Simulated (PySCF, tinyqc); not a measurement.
Inside a calculation. Method: CISD on RHF in the sto-6g basis, for H4, spin multiplicity 1. The lowest restricted solution is unstable here: a spin-polarised one lies 0.0047 hartree lower (PySCF). Computed by tinyqc, a small Python program that keeps every step (integrals from PySCF). Settings: charge = 0, multiplicity = 1, basis = sto-6g, method = RHF, energy threshold = 1e-10, iteration cap = 52, orthogonalisation = symmetric, start = core, DIIS depth = 6, ci = CISD. Command: `OMP_NUM_THREADS=1 python tinyqc.py 28281 28282 out.jsonl` (the two numbers bound the seeds that draw the settings). One thread of a shared host (Intel(R) Xeon(R) Processor @ 2.60GHz), about 0.1 s of CPU time with the checks. The early iterations of the SCF are left out here.

## One-electron integrals

Geometry (angstrom):
```
atom       x       y       z
H     0.0000  0.0000  0.0000
H     0.0000  0.0000  1.4750
H     0.0000  1.0590  0.0000
H     0.0000  1.0590  1.4750
```

Basis sto-6g: exponents (1/bohr^2) and contraction coefficients of normalised primitives:
```
element  l (shell)  exponent  coefficient
H            s (1)   35.5232       0.0092
H            s (1)    6.5131       0.0494
H            s (1)    1.8221       0.1685
H            s (1)    0.6260       0.3706
H            s (1)    0.2431       0.4165
H            s (1)    0.1001       0.1303
```

Overlap, kinetic and nuclear-attraction integrals over the contracted functions; the nuclear repulsion is the sum of Za Zb / Rab.

nuclear repulsion = 2.299779 hartree

overlap S, order 1H 1s, 2H 1s, 3H 1s, 4H 1s:
```
[[1.0000, 0.2662, 0.4627, 0.1603],
 [0.2662, 1.0000, 0.1603, 0.4627],
 [0.4627, 0.1603, 1.0000, 0.2662],
 [0.1603, 0.4627, 0.2662, 1.0000]]
```

kinetic energy T (hartree), order 1H 1s, 2H 1s, 3H 1s, 4H 1s:
```
[[0.7685, 0.0115, 0.0919, -0.0085],
 [0.0115, 0.7685, -0.0085, 0.0919],
 [0.0919, -0.0085, 0.7685, 0.0115],
 [-0.0085, 0.0919, 0.0115, 0.7685]]
```

nuclear attraction V (hartree), order 1H 1s, 2H 1s, 3H 1s, 4H 1s:
```
[[-2.3754, -0.5615, -1.0306, -0.3454],
 [-0.5615, -2.3754, -0.3454, -1.0306],
 [-1.0306, -0.3454, -2.3754, -0.5615],
 [-0.3454, -1.0306, -0.5615, -2.3754]]
```

core Hamiltonian H = T + V (hartree), order 1H 1s, 2H 1s, 3H 1s, 4H 1s:
```
[[-1.6069, -0.5500, -0.9387, -0.3539],
 [-0.5500, -1.6069, -0.3539, -0.9387],
 [-0.9387, -0.3539, -1.6069, -0.5500],
 [-0.3539, -0.9387, -0.5500, -1.6069]]
```

## Two-electron integrals

Functions are numbered as in S; the eight-fold symmetry (ij|kl) = (ji|kl) = (kl|ij) leaves the list below.

Two-electron integrals (ij|kl) in chemists' order, unique and non-zero (hartree):
```
(11|11) 0.7750   (21|11) 0.1436   (21|21) 0.0404   (22|11) 0.3511
(22|21) 0.1436   (22|22) 0.7750   (31|11) 0.2831   (31|21) 0.0576
(31|22) 0.1519   (31|31) 0.1350   (32|11) 0.0735   (32|21) 0.0214
(32|22) 0.0784   (32|31) 0.0362   (32|32) 0.0136   (33|11) 0.4592
(33|21) 0.1021   (33|22) 0.2895   (33|31) 0.2831   (33|32) 0.0784
(33|33) 0.7750   (41|11) 0.0784   (41|21) 0.0214   (41|22) 0.0735
(41|31) 0.0362   (41|32) 0.0134   (41|33) 0.0735   (41|41) 0.0136
(42|11) 0.1519   (42|21) 0.0576   (42|22) 0.2831   (42|31) 0.0726
(42|32) 0.0362   (42|33) 0.1519   (42|41) 0.0362   (42|42) 0.1350
(43|11) 0.1021   (43|21) 0.0290   (43|22) 0.1021   (43|31) 0.0576
(43|32) 0.0214   (43|33) 0.1436   (43|41) 0.0214   (43|42) 0.0576
(43|43) 0.0404   (44|11) 0.2895   (44|21) 0.1021   (44|22) 0.4592
(44|31) 0.1519   (44|32) 0.0735   (44|33) 0.3511   (44|41) 0.0784
(44|42) 0.2831   (44|43) 0.1436   (44|44) 0.7750
```

## Orthogonalisation

S = U s U^T; symmetric (Loewdin) form X = U s^(-1/2) U^T, so that X^T S X = 1.

eigenvalues of S: [0.4313, 0.6432, 1.0363, 1.8892]

X, order 1H 1s, 2H 1s, 3H 1s, 4H 1s:
```
[[1.1199, -0.1326, -0.2649, 0.0052],
 [-0.1326, 1.1199, 0.0052, -0.2649],
 [-0.2649, 0.0052, 1.1199, -0.1326],
 [0.0052, -0.2649, -0.1326, 1.1199]]
```

## Iteration 2 (converged): orbitals

converged F (hartree), order 1H 1s, 2H 1s, 3H 1s, 4H 1s:
```
[[-0.2482, -0.2022, -0.4668, -0.1721],
 [-0.2022, -0.2482, -0.1721, -0.4668],
 [-0.4668, -0.1721, -0.2482, -0.2022],
 [-0.1721, -0.4668, -0.2022, -0.2482]]
```

Diagonalise F' = X^T F X, C = X C', fill 2 alpha and 2 beta electrons from the bottom; D = 2 C_occ C_occ^T. Each column has its largest component positive (the first on a tie).

F' = X^T F X (hartree):
```
[[-0.0089, -0.1329, -0.4438, 0.0090],
 [-0.1329, -0.0089, 0.0090, -0.4438],
 [-0.4438, 0.0090, -0.0089, -0.1329],
 [0.0090, -0.4438, -0.1329, -0.0089]]
```

orbital energies (hartree): [-0.5766, -0.3288, 0.2930, 0.5767]

coefficients C, order 1H 1s, 2H 1s, 3H 1s, 4H 1s:
```
[[0.3638, 0.4912, 0.6234, 0.7613],
 [0.3638, -0.4912, 0.6234, -0.7613],
 [0.3638, 0.4912, -0.6234, -0.7613],
 [0.3638, -0.4912, -0.6234, 0.7613]]
```

D after iteration 2, order 1H 1s, 2H 1s, 3H 1s, 4H 1s:
```
[[0.7472, -0.2178, 0.7472, -0.2178],
 [-0.2178, 0.7472, -0.2178, 0.7472],
 [0.7472, -0.2178, 0.7472, -0.2178],
 [-0.2178, 0.7472, -0.2178, 0.7472]]
```

## Convergence

Stop when the energy changes by less than 1e-10 hartree and every element of the error matrix X^T (F D S - S D F) X is below 3e-06.

Course of the cycle:
```
iteration  E (hartree)    change  largest element of the error matrix
1            -2.015700         -                             2.78e-15
2            -2.015700  1.78e-15                             7.83e-16
```

PySCF RHF in the same basis = -2.015700 hartree

Converged in 2 iterations.

## Integrals over molecular orbitals

(pq|rs) = sum C_ip C_jq C_kr C_ls (ij|kl), one index at a time.

one-electron integrals over orbitals h = C^T H C (hartree):
```
[[-1.8259, 0.0000, 0.0000, 0.0000],
 [0.0000, -1.5842, 0.0000, 0.0000],
 [0.0000, 0.0000, -1.3437, 0.0000],
 [0.0000, 0.0000, 0.0000, -1.0944]]
```

Two-electron integrals over orbitals (pq|rs), unique and non-zero (hartree):
```
(11|11) 0.4718   (21|21) 0.1588   (22|11) 0.4681   (22|22) 0.4779
(31|31) 0.1165   (32|32) 0.0882   (33|11) 0.4603   (33|22) 0.4604
(33|33) 0.4687   (41|32) 0.0861   (41|41) 0.0841   (42|31) 0.1202
(42|42) 0.1310   (43|21) 0.1590   (43|43) 0.1746   (44|11) 0.4668
(44|22) 0.4762   (44|33) 0.4765   (44|44) 0.4928
```

## CISD: determinants and Hamiltonian

Hartree-Fock energy = -2.015700 hartree

Slater-Condon rules over spin orbitals, with the nuclear repulsion added and E(HF) subtracted on the diagonal. Only determinants linked to the reference directly or through others are kept (one block of an abelian symmetry group), so some states are absent.

Occupation strings over the orbitals (2 doubly, a alpha, b beta, 0 empty; spin orbitals ordered 1a 1b 2a 2b ...): 2200 aabb 2020 abab 2002 abba baab 0220 baba 0202 bbaa

H - E(HF) between determinants (hartree), order 2200, aabb, 2020, abab, 2002, abba, baab, 0220, baba, 0202, bbaa:
```
[[0.0000, -0.0342, 0.0882, -0.0861, 0.1310, 0.1202, 0.1202, 0.1165, -0.0861, 0.0841, -0.0342],
 [-0.0342, 0.9423, 0.0861, -0.0882, -0.1202, -0.1310, -0.1165, -0.1202, -0.0841, 0.0861, 0.0000],
 [0.0882, 0.0861, 0.5250, 0.0729, 0.1746, -0.1590, -0.1590, 0.1588, 0.0729, 0.0000, 0.0861],
 [-0.0861, -0.0882, 0.0729, 1.0282, 0.1590, -0.1746, -0.1588, 0.1590, 0.0000, 0.0729, -0.0841],
 [0.1310, -0.1202, 0.1746, 0.1590, 1.1387, -0.0388, -0.0388, 0.0000, 0.1590, 0.1588, -0.1202],
 [0.1202, -0.1310, -0.1590, -0.1746, -0.0388, 1.1034, 0.0000, -0.0388, -0.1588, -0.1590, -0.1165],
 [0.1202, -0.1165, -0.1590, -0.1588, -0.0388, 0.0000, 1.1034, -0.0388, -0.1746, -0.1590, -0.1310],
 [0.1165, -0.1202, 0.1588, 0.1590, 0.0000, -0.0388, -0.0388, 1.0715, 0.1590, 0.1746, -0.1202],
 [-0.0861, -0.0841, 0.0729, 0.0000, 0.1590, -0.1588, -0.1746, 0.1590, 1.0282, 0.0729, -0.0882],
 [0.0841, 0.0861, 0.0000, 0.0729, 0.1588, -0.1590, -0.1590, 0.1746, 0.0729, 1.5720, 0.0861],
 [-0.0342, 0.0000, 0.0861, -0.0841, -0.1202, -0.1165, -0.1310, -0.1202, -0.0882, 0.0861, 0.9423]]
```

## CISD: roots

Diagonalise (each vector has its largest component positive (the first on a tie)); all determinants have Ms = 0, so triplets appear too. The lowest singlet root is the correlation energy. The Davidson correction is (1 - c0^2) E_corr, c0 the coefficient of the reference.

lowest roots of this matrix, relative to E(HF) (hartree): [-0.0881, 0.3443, 0.5226, 0.8289, 0.9407, 1.0256, 1.1063, 1.1077]

lowest vectors, order 2200, aabb, 2020, abab, 2002, abba, baab, 0220, baba, 0202, bbaa:
```
[[0.9558, 0.1144, 0.0000, 0.2032],
 [0.0180, -0.1834, 0.4082, 0.2893],
 [-0.1664, 0.8294, 0.0000, 0.4563],
 [0.0867, 0.0643, 0.4082, -0.3291],
 [-0.0963, -0.2952, 0.0000, 0.3261],
 [-0.1047, 0.1191, 0.4082, 0.0398],
 [-0.1047, 0.1191, 0.4082, 0.0398],
 [-0.0914, -0.3049, 0.0000, 0.4705],
 [0.0867, 0.0643, 0.4082, -0.3291],
 [-0.0591, 0.1226, 0.0000, -0.1885],
 [0.0180, -0.1834, 0.4082, 0.2893]]
```

<S^2> of these roots: [0.0000, 0.0000, 6.0000, 0.0000, 2.0000, 2.0000, 0.0000, 2.0000]

weight of the ground state by excitation level 0, 1, 2, ...: [0.9136, 0.0000, 0.0864]

Davidson correction = -0.007614 hartree
